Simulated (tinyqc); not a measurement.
Plane-wave Kohn-Sham cycle with exchange-only LDA in a layered model solid, step by step. One step of it, computed by the program tinyqc.

Question. Iteration 2: levels at that k. Diagonalise the Hermitian matrix.

H (hartree), order -2, -1, +0, +1, +2:
```
[[2.701084, -0.062307, 0.060092, 0.000018, -0.000003],
 [-0.062307, 0.424359, -0.062307, 0.060092, 0.000018],
 [0.060092, -0.062307, -0.334550, -0.062307, 0.060092],
 [0.000018, 0.060092, -0.062307, 0.424359, -0.062307],
 [-0.000003, 0.000018, 0.060092, -0.062307, 2.701084]]
```

Give: eigenvalues.

Answer.

eigenvalues (hartree): [-0.346, 0.363, 0.492, 2.703, 2.705]
